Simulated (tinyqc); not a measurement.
What each parameter does: band edges of strained Si(1-x)Ge(x) on relaxed Si(1-y)Ge(y).

Values are linear in the Ge fraction but for ED(x) = linear - CD x (1 - x) and a(x) = linear - Ca x (1 - x). Energies are on the common scale of Ev.

Coherent growth on a (001) face: e_par = (a(y) - a(x))/a(x), e_perp = -2 (C12/C11) e_par; exx = eyy = e_par, ezz = e_perp, no shear.

A valley with unit axis u lies at Ev + gap + (av + a_valley) tr(e) + Xu (u.e.u - tr(e)/3); the Delta axes are x, y, z and the L axes [111], [1-1-1], [-11-1], [-1-11]. The second-order shift of the Delta valleys under shear is left out; it lowers the pair normal to the sheared plane by tens of meV at a shear of 1 %.

Valence edges: Ev plus the levels of the 6 x 6 matrix of X, Y, Z times spin with -Dso/3 + l exx + m (eyy + ezz) on the diagonal (cyclic), n exy off it, l = av + 2 b, m = av - b, n = sqrt(3) d. Spin-orbit term (Dso/3) L.sigma on X, Y, Z with (L_k)_ij = -i epsilon_kij: <X+|H|Y+> = -i Dso/3, <X+|H|Z-> = Dso/3, <Y+|H|Z-> = -i Dso/3, <Z+|H|X-> = -Dso/3, <Z+|H|Y-> = i Dso/3, <X-|H|Y-> = i Dso/3, and their conjugates; + and - are the spin along z.

Parameters, chosen for this exercise (end members near Si and Ge, in this order; not measured data): a = (5.437, 5.657) angstrom (lattice constant); Dso = (0.044, 0.292) eV (spin-orbit splitting); av = (2.49, 1.23) eV (valence hydrostatic potential); b = (-2.09, -2.59) eV (tetragonal shear potential); d = (-4.83, -5.3) eV (trigonal shear potential); C11 = (164, 128) GPa; C12 = (63.8, 48.5) GPa; C44 = (79.6, 67.7) GPa; Ev = (0, 0.66) eV (top of the unstrained valence band); ED = (1.164, 0.919) eV (gap to the Delta valleys); EL = (1.982, 0.738) eV (gap to the L valleys); aD = (1.83, 1.36) eV (hydrostatic potential of the Delta gap); aL = (-2.94, -2.61) eV (hydrostatic potential of the L gap); XuD = (9.5, 9.43) eV (uniaxial potential, Delta); XuL = (15.61, 15.73) eV (uniaxial potential, L); CD = 0.234 eV (bowing of the Delta gap); Ca = 0 angstrom (bowing of the lattice constant); face = 001 (growth face); x = 1 (Ge fraction of the layer); y = 0.64 (Ge fraction of the relaxed buffer).

dEc = Ec(buffer) - Ec(layer), dEv = Ev(layer) - Ev(buffer); buffer edges Ev(y) and Ev(y) + min(ED, EL). Each row changes one parameter from the base and keeps the others.

Results:

| case | gap (eV) | valence splitting (meV) | dEc (eV) | dEv (eV) |
|---|---|---|---|---|
| base | 0.7197 | 96.2 | -0.0463 | 0.2799 |
| x = 0.97 | 0.7589 | 89.6 | -0.0614 | 0.2558 |
| y = 0.67 | 0.7212 | 90.6 | -0.0297 | 0.2566 |
| CD = 0.284 eV | 0.7197 | 96.2 | -0.0578 | 0.2799 |
| aL = (-3.381, -3.001) eV | 0.7265 | 96.2 | -0.0531 | 0.2799 |
| XuD = (10.925, 10.844) eV | 0.7197 | 96.2 | -0.0463 | 0.2799 |
| b = (-2.403, -2.978) eV | 0.7101 | 105.3 | -0.0463 | 0.2895 |
| Dso = (0.051, 0.336) eV | 0.7197 | 100.3 | -0.0463 | 0.2799 |
| aD = (2.104, 1.564) eV | 0.7197 | 96.2 | -0.0463 | 0.2799 |

The largest shifts from the base row, up to three for each result and ties (the steps differ in size, so this ranks the rows, not the parameters). gap (eV): x +0.0393, b -0.0095, aL +0.0068; unchanged at the printed digits by CD, XuD, Dso and aD. valence splitting (meV): b +9.1, x -6.6, y -5.6; unchanged at the printed digits by CD, aL, XuD and aD. dEc (eV): y +0.0166, x -0.0151, CD -0.0115; unchanged at the printed digits by XuD, b, Dso and aD. dEv (eV): x -0.0242, y -0.0233, b +0.0095; unchanged at the printed digits by CD, aL, XuD, Dso and aD. The lowest valleys of the layer are L4, so among the conduction-band potentials only those of that family reach the gap and dEc; the buffer is unstrained. A shift large enough to swap the lowest family would change that.

Program tinyqc; command `OMP_NUM_THREADS=1 python tinyqc.py 1080776 1080777 out.jsonl`; about 0.01 s on one thread of a shared Intel(R) Xeon(R) Processor @ 2.30GHz.
